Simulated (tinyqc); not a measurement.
The integration grid: Kohn-Sham R2SCAN on finer and finer grids in the 6-31g basis, for H2, spin multiplicity 1. Computed by the program tinyqc with PySCF. Self-consistent on each grid; the net force on the molecule should vanish.

Geometry (angstrom):
```
atom       x       y       z
H     0.0000  0.0000  0.0000
H     0.0000  0.0000  0.7510
```

Kohn-Sham energy on Becke grids (radial x angular points per atom):
```
grid       points  residual of the electron count  E (hartree)  E - finest (mhartree)  largest net force without grid terms (hartree/bohr)
10 x 14       280                        1.23e-03     -1.16919               -2.44962                                             1.11e-16
15 x 26       780                       -7.00e-03     -1.16598                0.75648                                             1.11e-16
20 x 50      2000                       -5.65e-05     -1.16673                0.00945                                             2.22e-16
30 x 86      5158                       -2.36e-05     -1.16673                0.00718                                             1.11e-16
50 x 194    19396                       -3.76e-08     -1.16674               3.22e-05                                             4.44e-16
75 x 302    45294                        5.27e-09     -1.16674                0.00000                                             2.22e-16
120 x 590  141458                        3.49e-11     -1.16674                0.00000                                             1.11e-16
```

What does the comparison show, and why?

The energy is within 0.1 mhartree of the finest grid first at 20 x 50. The error has both signs, since quadrature is not variational. The net force vanishes by symmetry here, so only the electron count signals a poor grid.
